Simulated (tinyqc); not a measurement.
Hot carriers by balance equations with a heated Maxwellian: one step, computed by the program tinyqc.

The carriers follow a Maxwellian at an electron temperature T_e, slightly displaced; the drift energy is neglected against k_B T_e. The balance averages the rate, not the time, so mu_0 lies below the relaxation-time value.

Task: Drift velocity. Parabolic band: E = hbar^2 k^2/(2 m), speed v = hbar k/m, states per spin, volume and energy g(E) = m k/(2 pi^2 hbar^2). Masses are multiplied by m_0 and all formulas are in SI units. Phonon occupation N_q = 1/(exp(hbar w/(k_B T)) - 1). Acoustic deformation potential (elastic, equipartition, absorption and emission together): 1/tau = 2 pi k_B T D_A^2 g(E)/(hbar rho v_l^2). Optical or intervalley deformation potential: 1/tau = (pi Z_f D_o^2/(rho w)) [N_q g(E + hbar w) + (N_q + 1) g(E - hbar w)], with g = 0 below the band edge. Averages over the Maxwellian, <y> = int y x^(1/2) exp(-x) dx / int x^(1/2) exp(-x) dx with x = E/(k_B T_e), split at x_0 = hbar w/(k_B T_e): 64 Gauss-Legendre points in sqrt(x) below it and 128 in sqrt(x - x_0) above it, up to x = 32. Momentum balance: mu(T_e) = e/(m nu), nu = <x (sum of rates)>/<x>. Power lost per carrier: P(T_e) = hbar w <emission rate - absorption rate> + <(2 m v_l^2/(k_B T)) (E - 2 k_B T) acoustic rate>. v = mu(T_e) F; warm-carrier coefficient (mu/mu_0 - 1)/F^2.

Inputs (values chosen for the exercise, modelled on holes in silicon):
```
quantity                                          value       unit
effective mass m                                  0.489        m_0
density rho                                        2329     kg/m^3
sound velocity v_l                                 9160        m/s
acoustic deformation potential D_A                    6         eV
phonon energy hbar w                                 62        meV
optical or intervalley deformation potential D_o    8.2  1e8 eV/cm
final valleys Z_f                                     1          -
lattice temperature T                               500          K
electric field F                                    6.3      kV/cm
```

Band: parabolic. Solver: damped fixed point.

electron temperature T_e = 535.5459 K

low-field mobility mu_0 = 332.8299 cm^2/(V s)

Constants: k_B = 8.617333262e-05 eV/K; k_B = 1.380649e-23 J/K; e = 1.602176634e-19 C; hbar = 1.054571817e-34 J s; m_0 = 9.1093837015e-31 kg; hbar = 6.582119569e-16 eV s.

Give: mobility mu(T_e); drift velocity; mu/mu_0; (mu/mu_0 - 1)/F^2.

Result:

mobility mu(T_e) = 316.3 cm^2/(V s)

drift velocity = 0.1993 1e7 cm/s

mu/mu_0 = 0.9503

(mu/mu_0 - 1)/F^2 = -0.001252 cm^2/kV^2
